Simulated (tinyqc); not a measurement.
# Worked calculation: hot electrons in a saturated n-channel MOSFET, lucky-electron model

tinyqc, about 0.01 s, one thread, Intel Xeon 2.30GHz (shared host): `OMP_NUM_THREADS=1 python tinyqc.py 2550142 2550143 out.jsonl` Printed values are rounded.

Beyond pinch-off the lateral field grows as Esat cosh(y/l) over the velocity-saturated region (pseudo-two-dimensional model). Impact ionisation in this region gives the substrate current, which biases the body forward through Rsub. Currents are per width. Local-field laws: they overstate ionisation when the field peak is narrower than an energy relaxation length.

Parameters, values chosen for the exercise; values close to those of silicon n-channel devices:
```
symbol   value        unit                                   meaning
L          0.5          um                            channel length
tox         12          nm                           oxide thickness
xj         180          nm                            junction depth
VT        0.78           V                                 threshold
mu         370  cm^2/(V s)                        effective mobility
vs       8.4e6        cm/s                       saturation velocity
Ai         2e6        1/cm                      ionisation prefactor
Bi        1.82       MV/cm                          ionisation field
Rd           0      ohm um     resistance of the lightly doped drain
Rsub      8300      ohm um                      substrate resistance
kb        0.41              fall of VT per volt of forward body bias
lm         7.4          nm               hot-electron mean free path
pb         3.2           V                             oxide barrier
Cg      0.0032                         prefactor of the gate current
m          2.9                                     lifetime exponent
Hl         810     s uA/um                         lifetime constant
Vd         3.1           V                             drain voltage
Vg         1.8           V                              gate voltage
```

Constants: eps0 = 8.8541878128e-14 F/cm where lengths are in cm. Results are converted to the units shown.

## Length and field scales

Cox = 3.9 eps0/tox, l = sqrt(3 tox xj), Esat = 2 vs/mu.

Cox = 0.287761 uF/cm^2
l = 80.4984 nm
Esat = 0.0454054 MV/cm
Esat L = 2.27027 V

## Iteration 1: body bias from the substrate current

Vb at the start = 0 V

Cox = 3.9 eps0/tox. Overdrive g = Vg - VT + kb Vb; Vdsat = g Esat L/(g + Esat L); Id = Cox vs (g - Vdsat); dV = Vd - Id Rd - Vdsat; Em = sqrt((dV/l)^2 + Esat^2); Isub = Id (Ai/Bi) l Em exp(-Bi/Em). Vb(new) = Rsub Isub.

Vdsat = 0.703795 V
Id = 76.4329 uA/um
dV = 2.39621 V
Em = 0.301114 MV/cm
Isub = 0.482820 uA/um
Vb after iteration 1 = 0.00400740 V

## Iteration 2: body bias from the substrate current

As before.

Vdsat = 0.704577 V
Id = 76.6410 uA/um
dV = 2.39542 V
Em = 0.301018 MV/cm
Isub = 0.483048 uA/um
Vb after iteration 2 = 0.00400930 V

## Course of the iteration: body bias from the substrate current

Stop when Vb changes by less than 1e-9 V, or after 60 iterations.

Course of the iteration:
```
iteration,Vb (V),|change| (V)
1,0.00400740,4.01e-3
2,0.00400930,1.90e-6
3,0.00400930,8.93e-10
```

Converged in 3 iterations. The change falls from 0.0040 in the first iteration to below the tolerance in the last.

## Gate current, lifetime and channel shortening

Id = 76.6411 uA/um
dV = 2.39542 V
Em = 0.301018 MV/cm
Isub = 0.483048 uA/um

Ig = Cg Id exp(-pb/(lm Em)); lifetime tau = (Hl/Id)(Isub/Id)^(-m); length of the saturated region dL = l ln[(dV/l + Em)/Esat]. 1 year = 3.15576e7 s.

Isub/Id = 0.00630273
Ig = 0.141475 pA/um
tau = 0.805910 years
dL = 207.601 nm

The lifetime misses ten years. Integrating Ai exp(-Bi/E) over the cosh profile gives Isub/Id = 0.00558, so the closed form is 13 % above it.
